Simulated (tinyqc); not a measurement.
## Channel mobility from two channel lengths

Problem. Two power MOSFETs differ only in channel length: R_on = R_rest + Lc (Wp + a)/(2 mch Cox Vov), Cox = 3.9 eps0/tox. Find mch and R_rest.

Parameters, values chosen for the exercise:
```
symbol  value  unit                                             meaning
tox        34    nm                    gate oxide thickness (eps_r 3.9)
Vov         8     V                                      gate overdrive
Wp        2.8    um  width of the p body in one cell, channels included
a         2.1    um                   gap between neighbouring p bodies
```

Constants: eps0 = 8.8541878128e-14 F/cm where lengths are in cm. Results are converted to the units shown.

R_on at Lc = 0.29 and 1 um (mohm cm^2): 8.1429054  8.7376048

Solution. R_on is a straight line in Lc; its slope gives mch and its intercept the rest.

mch = 36.0 cm^2/(V s)
R_rest = 7.90 mohm cm^2

Program tinyqc, `OMP_NUM_THREADS=1 python tinyqc.py 2230043 2230044 out.jsonl`; Intel Xeon 2.30GHz, shared host, one thread, about 0.01 s.
